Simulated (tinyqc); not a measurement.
## Internal photoemission over an interface barrier: threshold and yield against field

Electrons are excited from a metal over the barrier Phi(F) = P0 - sqrt(q F/(4 pi eps0 ei)), whose top lies at xm = sqrt(q/(16 pi eps0 ei F)). The yield is Y = A (hv - Phi)^p exp(-xm/l), with A = 1 here.

The yield is taken at hv = 3.06 eV.

Values chosen for this exercise; dielectric values close to those of aluminium oxide: barrier at zero field P0 = 2.76 eV; image-force permittivity ei = 3.53; exponent of the yield p = 2; scattering length in the image well l = 1.2 nm.

Constants: q = 1.602176634e-19 C, eps0 = 8.8541878128e-14 F/cm where lengths are in cm. Results are converted to the units shown.

Threshold and yield against field:

| F (MV/cm) | sqrt(F) ((MV/cm)^0.5) | Phi (eV) | xm (nm) | Y |
|---|---|---|---|---|
| 0.1 | 0.3162 | 2.696 | 3.193 | 0.009250 |
| 0.19 | 0.4359 | 2.672 | 2.317 | 0.02184 |
| 0.35 | 0.5916 | 2.641 | 1.707 | 0.04243 |
| 0.64 | 0.8000 | 2.598 | 1.262 | 0.07441 |
| 1.2 | 1.095 | 2.539 | 0.9219 | 0.1260 |
| 2.1 | 1.449 | 2.467 | 0.6969 | 0.1965 |
| 3.9 | 1.975 | 2.361 | 0.5114 | 0.3189 |
| 7.2 | 2.683 | 2.218 | 0.3764 | 0.5180 |

What does the comparison show?

Phi is linear in sqrt(F) with slope -0.202 eV and intercept P0 = 2.76 eV. The yield grows by a factor of 56.0, of which 10.5 comes from less scattering, as xm shrinks from 3.19 to 0.376 nm, and the rest from the lower barrier. For F = 7.2 xm is within about two atomic layers of the interface, where the classical image potential fails.

Numbers from tinyqc (`OMP_NUM_THREADS=1 python tinyqc.py 2410099 2410100 out.jsonl`; about 0.01 s on one thread of a shared Intel Xeon 2.30GHz).
